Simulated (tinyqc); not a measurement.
Hubbard chain of 4 sites, step by step. One step of it, computed by the program tinyqc.

Problem. Mean-field iteration 2. H(up) = T + U n(down), H(down) = T + U n(up); fill the lowest levels; n(new) = n + mixing (n(out) - n); E = tr T (rho up + rho down) + U sum n_up n_down of the output.

one-body matrix (hopping and site energies) (eV):
```
           1          2          3          4
1   0.000000  -1.330000   0.000000   0.000000
2  -1.330000   0.000000  -1.330000   0.000000
3   0.000000  -1.330000   0.000000  -1.330000
4   0.000000   0.000000  -1.330000   0.000000
```

U = 1.900000 eV

electrons, up and down: 2  1

mixing = 1

n(up) after iteration 1: 1 0.547633, 2 0.468177, 3 0.531823, 4 0.452367

n(down) after iteration 1: 1 0.132102, 2 0.377760, 3 0.345847, 4 0.144291

Give: levels, up; levels, down; energy; n(up) after iteration 2; n(down) after iteration 2.

Solution.

levels, up (eV): -1.5951  -0.4535  1.2150  2.7336

levels, down (eV): -1.2032  0.1241  1.7759  3.1032

energy = -4.1991 eV

n(up) after iteration 2: 1 0.5658, 2 0.4360, 3 0.4498, 4 0.5484

n(down) after iteration 2: 1 0.1295, 2 0.3686, 3 0.3545, 4 0.1474
